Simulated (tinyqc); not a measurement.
A chain with uneven site energies and dephasing by Buettiker voltage probes: resistance against length.

Sites 1 to 3 form a chain with hopping -t. Lead L joins site 1 and lead R site 3, both semi-infinite chains with hopping -t and site energy 0. Every site carries a probe with self-energy -i Gamma_p/2 that draws no net current. Linear response at zero temperature: mu_L = 1, mu_R = 0 in units of the bias.

Sigma = t^2 g(E), g(x) = (x - i sqrt(4 t^2 - x^2))/(2 t^2) for |x| < 2 t and (x - sign(x) sqrt(x^2 - 4 t^2))/(2 t^2) otherwise; Gamma = -2 Im Sigma; G = (E - H - Sigma_L - Sigma_R + i Gamma_p/2)^(-1). With Gamma the broadening by one lead, T_RL = Gamma^2 |G_(last,1)|^2, T_pL = Gamma Gamma_p |G_(p,1)|^2, T_pR = Gamma Gamma_p |G_(p,last)|^2, T_pq = Gamma_p^2 |G_(p,q)|^2 for p != q. No current into probe p: W mu = T_pL with W_pp = T_pL + T_pR + sum_q T_pq and W_pq = -T_pq. Then T_eff = T_RL + sum_p T_pR mu_p, and the resistance is (h/2q^2)/T_eff. Without probes means Gamma_p = 0. The list U is repeated k times, each site with its probe.

Values chosen for this exercise: hopping (matrix element -t) t = 1 eV; site energies 1 to N U = [0.78, -0.61, 0.65] eV; Fermi energy E = 0.23 eV; probe broadening Gamma_p gp = 0.73 eV.

Constants: q = 1.602176634e-19 C, h = 6.62607015e-34 J s. Results are converted to the units shown.

Results:
```
k   sites  T without probes     T_eff  resistance (kohm)
1       3           0.42092   0.38362             33.644
2       6           0.87378   0.33876             38.099
3       9           0.47574   0.26888             48.001
4      12           0.65844   0.22712             56.826
8      24           0.43232   0.13935             92.620
12     36           0.45117   0.10050             128.42
16     48           0.72955  0.078590             164.23
```

Estimate the missing row, k = 6.

Computed row:
```
k  sites  T without probes    T_eff  resistance (kohm)
6     18           0.50767  0.17271             74.728
```

With this row back in the table: The resistance rises from 33.6 to 164 kohm, by 2.98 kohm a site between k = 8 and 12 and 2.98 between 12 and 16: Ohm's law, R = R0 + rho N with the extrapolated intercept R0 = 21.0 kohm (h/2q^2 = 12.91 kohm). The intercept differs from h/2q^2, since the ends of the chain scatter differently from its bulk, so no mean free path is read from it.

Numbers from tinyqc (`OMP_NUM_THREADS=1 python tinyqc.py 2700019 2700020 out.jsonl`; about 0.01 s on one thread of a shared Intel Xeon 2.30GHz).
